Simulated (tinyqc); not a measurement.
Worked calculation: geometry relaxation of a small cluster. Computed by tinyqc, a small Python program that keeps every step. Command: `OMP_NUM_THREADS=1 python tinyqc.py 3012433 3012434 out.jsonl relax walk`. One thread of a shared host (Intel(R) Xeon(R) Processor @ 2.30GHz), about 0.02 s of CPU time with the checks. Intermediate numbers are printed to about 5 digits and carried at full precision; extremes and crossings named in words are read from the listed rows.

E = sum_(i<j) phi(r_ij), phi(r) = eps [exp(-2 alpha (r - r0)) - 2 exp(-alpha (r - r0))]; the force on i is -sum_j phi'(r_ij) (R_i - R_j)/r_ij.

Inputs (values chosen for the exercise, for model atoms):
```
quantity                 value           unit
length r0                 2.87       angstrom
well depth eps            0.23             eV
stiffness alpha            1.8     1/angstrom
step factor eta          0.088  angstrom^2/eV
largest number of steps    500              -
```

Potential: Morse. Method: steepest descent.

starting positions (angstrom):
```
           x      y      z
atom 1  0.06  -0.04   0.02
atom 2  2.89   0.07  -0.24
atom 3  1.43   2.46  -0.01
atom 4  1.39    0.9   2.42
atom 5  1.32   0.91   -2.4
```

## Energy and forces at the start

Evaluate E and the forces at the starting positions.

distances (angstrom): 1-2 2.8440, 1-3 2.8509, 1-4 2.9004, 1-5 2.8890, 2-3 2.8101, 2-4 3.1646, 2-5 2.7993, 3-4 2.8879, 3-5 2.8507, 4-5 4.8205

energy at the start = -2.0351 eV

forces (eV/angstrom):
```
               x         y         z
atom 1  -0.02476  -0.00545   0.01611
atom 2   0.07238  -0.07342   0.25463
atom 3  -0.03937   0.11826   0.05505
atom 4   0.07589  -0.05233  -0.24853
atom 5  -0.08414   0.01294  -0.07726
```

## The first two steps

Steepest descent: R(new) = R + eta F. No atom moves more than 0.3 angstrom a step (the whole step is scaled). Stop when the largest force component is below 1e-5 eV/angstrom.

positions after step 1 (angstrom):
```
             x        y        z
atom 1  0.0578  -0.0405   0.0214
atom 2  2.8964   0.0635  -0.2176
atom 3  1.4265   2.4704  -0.0052
atom 4  1.3967   0.8954   2.3981
atom 5  1.3126   0.9111  -2.4068
```

energy after step 1 = -2.0487 eV

positions after step 2 (angstrom):
```
             x        y        z
atom 1  0.0566  -0.0402   0.0206
atom 2  2.8972   0.0613  -0.1998
atom 3  1.4240   2.4769  -0.0038
atom 4  1.4040   0.8906   2.3799
atom 5  1.3082   0.9115  -2.4069
```

energy after step 2 = -2.0571 eV

## All steps

The formulas are those given above.

Course of the relaxation:
```
step   E (eV)  largest force (eV/angstrom)  force calls
0     -2.0351                   2.5463e-01            1
1     -2.0487                   2.0714e-01            2
2     -2.0571                   1.7247e-01            3
3     -2.0635                   1.4914e-01            4
4     -2.0685                   1.2975e-01            5
5     -2.0726                   1.1237e-01            6
6     -2.0759                   9.6448e-02            7
7     -2.0784                   8.1866e-02            8
8     -2.0804                   6.8652e-02            9
...       ...                          ...          ...
102   -2.0875                   1.8920e-05          103
103   -2.0875                   1.7413e-05          104
104   -2.0875                   1.6026e-05          105
105   -2.0875                   1.4750e-05          106
106   -2.0875                   1.3575e-05          107
107   -2.0875                   1.2494e-05          108
108   -2.0875                   1.1499e-05          109
109   -2.0875                   1.0583e-05          110
110   -2.0875                   9.7406e-06          111
```

final positions (angstrom):
```
             x        y        z
atom 1  0.0051  -0.0112  -0.0019
atom 2  2.8780   0.0716  -0.1038
atom 3  1.3709   2.5196  -0.0203
atom 4  1.5014   0.8319   2.2868
atom 5  1.3346   0.8882  -2.3708
```

final energy = -2.0875 eV

steps = 110

largest force at the end = 9.7406e-06 eV/angstrom

Converged in 110 steps.

## Curvatures at the end

Hessian at the final positions by central differences of the forces; six eigenvalues vanish (translations and rotations). Steepest descent is stable for eta below 2/lambda_max and contracts the softest mode by 1 - eta lambda_min a step.

non-zero eigenvalues (eV/angstrom^2): 0.9050  0.9051  2.0144  2.8656  2.8657  3.0765  3.0766  5.1661  6.3507

condition number = 7.0172

largest stable eta = 0.31493 angstrom^2/eV

contraction of the softest mode = 0.92036

All are positive, so the end point is a minimum.

## Four methods from the same start

Conjugate gradient (Polak-Ribiere): d = F + beta d(old), beta = max(0, F.(F - F(old))/|F(old)|^2), d = F at first; step length from one secant, s = eta (F.d)/(F.d - F(R + eta d).d), replaced by eta if that is not positive; R(new) = R + s d. BFGS: R(new) = R + B F with the inverse Hessian B = eta 1 at first; with s = R(new) - R, y = F - F(new), rho = 1/(y.s): B(new) = (1 - rho s y^T) B (1 - rho y s^T) + rho s s^T, skipped if y.s is not positive. FIRE with unit mass: if F.v > 0, v = (1 - a) v + a |v| F/|F|, and after more than 5 such steps in a row dt = min(1.1 dt, 5 dt0), a = 0.99 a; else v = 0, a = 0.1, and dt = dt/2 (not at the first step). Then v = v + dt F, R(new) = R + dt v. dt0 = sqrt(eta), a = 0.1 at first. In this comparison each method may take up to 1500 steps.

Cost:
```
method              steps  force calls  final E (eV)  calls to reach 1e-2
steepest descent      110          111       -2.0875                   27
conjugate gradient     14           29       -2.0875                   15
BFGS                   25           26       -2.0875                   11
FIRE                   83           84       -2.0875                   26
```

In force calls the order is BFGS (26), conjugate gradient (29), FIRE (84), steepest descent (111). All that converged end at the same energy. Near the minimum steepest descent multiplies the slowest mode by 0.920 in size a step, 28 steps a decade of force, at a condition number of 7.0. It is the dearest here: the others use earlier steps to learn the curvature or to build momentum along soft directions.

Checks made by the program: forces against finite differences of E (relative difference 7e-09).
